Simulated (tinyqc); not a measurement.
Double-gate transistor, scale length and short-channel effects: effect of the insulator thickness.

A body of thickness ts between two insulators of thickness ti and two tied gates. Below threshold the potential that source and drain add obeys Laplace's equation and vanishes on the gate. Its lowest mode decays along the channel as exp(-k y); k is the smallest positive root of the matching condition at the interface, and the scale length is Lambda = pi/k.

k is the smallest positive root of f(k) = ei cos(k ti) cos(k ts/2) - eps_r sin(k ti) sin(k ts/2). Along the channel psi(y) = s + a exp(y/l) + b exp(-y/l) with psi(0) = Vbi, psi(L) = Vbi + Vds and l = 1/k = Lambda/pi; with A = Vbi - s, B = A + Vds, x = exp(-L/l): a = (B - A x) x/(1 - x^2), b = (A - B x)/(1 - x^2). The minimum is s + 2 sqrt(a b), at y = (l/2) ln(b/a). The long-channel potential follows the gate as s = sT + (Vg - VTL)/m, and the threshold VT is the gate voltage at which the minimum equals sT. Swing = m Vt ln 10/g at threshold, g = d(minimum)/ds = 1 - (b x + a)/((1 + x) sqrt(a b)). DIBL = [VT(0.05 V) - VT(Vds)]/(Vds - 0.05 V). sT and Vbi are held fixed; m = 1.

Parameters, values chosen for the exercise; permittivities: semiconductor made up, insulator close to that of silicon nitride:
- T = 300 K (temperature)
- eps_r = 11.7 (relative permittivity of the semiconductor)
- ei = 7.27 (relative permittivity of the insulator)
- ts = 9.9 nm (body thickness)
- L = 41 nm (channel length)
- Vbi = 1 V (potential of the source)
- sT = 0.38 V (potential of the barrier top at threshold)
- Vds = 0.7 V (drain voltage)

Constants: q = 1.602176634e-19 C, kB = 1.380649e-23 J/K, Vt = kB T/q. Results are converted to the units shown.

Effect of the insulator thickness:
```
ti (nm)  Lambda (nm)  L/Lambda  VT - VTL at Vds (mV)  DIBL (mV/V)  swing (mV/decade)
1.4            14.20     2.887                -19.85        8.814              60.92
1.8            15.33     2.674                -28.00        12.45              61.49
2.3            16.70     2.456                -40.00        17.82              62.33
3              18.53     2.213                -59.83        26.74              63.71
3.9            20.78     1.973                -89.95        40.37              65.80
5.1            23.65     1.734                -137.2        61.93              69.05
6.6            27.09     1.514                -206.3        93.74              73.77
```

What does the table show?

As ti goes from 1.4 to 6.6 nm, Lambda rises from 14.2 to 27.1 nm, DIBL rises from 8.81 to 93.7 mV/V and the swing rises from 60.9 to 73.8 mV a decade. On average Lambda goes as ti^(0.42).

Computed by the program tinyqc: `OMP_NUM_THREADS=1 python tinyqc.py 2420156 2420157 out.jsonl`, one thread of a shared Intel Xeon 2.30GHz, about 0.01 s for the whole run.
